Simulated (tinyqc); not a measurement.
Resistance of a source-drain extension with a graded tip: one step of the calculation.

y runs along the channel, the gate covers y > 0. The doping is N0 for y < y0 and N0 10^(-(y - y0)/la) beyond, uniform over the depth xj. Sheet conductance s(y) = q mu(N) max(N - Nch, 0) xj + (for y > 0) ma Cox Vo, with mu(N) = u0 + (u1 - u0)/(1 + (N/Nr)^au) and Cox = eps0 eox/tox. Current is taken as one-dimensional; depletion of the tip, spreading and the contact are left out. The metallurgical junction lies at yj, where N = Nch.

Question. Sheet resistances and junction position. yj = y0 + la log10(N0/Nch); sheet resistance of the full extension 1/[q mu(N0)(N0 - Nch) xj] and of the gate-induced layer 1/(ma Cox Vo); metallurgical length Lg - 2 yj; ye is where the doped and the gate-induced conductances are equal.

Parameters, values chosen for the exercise; mobility law close to that of holes in silicon: relative permittivity of the gate insulator (close to silicon dioxide) eox = 3.9; insulator thickness tox = 1.2 nm; active doping of the extension far from the gate N0 = 1.2e20 cm^-3; lateral abruptness la = 3 nm/decade; position under the gate where the fall begins (gate edge at 0) y0 = -0.3 nm; depth of the extension xj = 27 nm; channel doping Nch = 3.1e17 cm^-3; gate overdrive Vo = 0.48 V; mobility of the gate-induced layer ma = 52 cm^2/(V s); mobility at low doping u1 = 470.5 cm^2/(V s); mobility at high doping u0 = 44.9 cm^2/(V s); reference doping Nr = 2.23e17 cm^-3; exponent au = 0.719; gate length Lg = 40 nm.

Constants: q = 1.602176634e-19 C, eps0 = 8.8541878128e-14 F/cm where lengths are in cm. Results are converted to the units shown.

Give: yj; sheet resistance of the extension; sheet resistance of the induced layer; metallurgical length; ye; N at ye.

Answer.

yj = 7.463 nm
sheet resistance of the extension = 390.3 ohm/square
sheet resistance of the induced layer = 1.392e4 ohm/square
metallurgical length = 25.07 nm
ye = 5.316 nm
N at ye = 1.611e18 cm^-3

The gate takes over 2.15 nm before the junction, where N is still 5.20 times the channel doping.

tinyqc, about 0.03 s, one thread, Intel Xeon 2.30GHz (shared host): `OMP_NUM_THREADS=1 python tinyqc.py 2282146 2282147 out.jsonl`
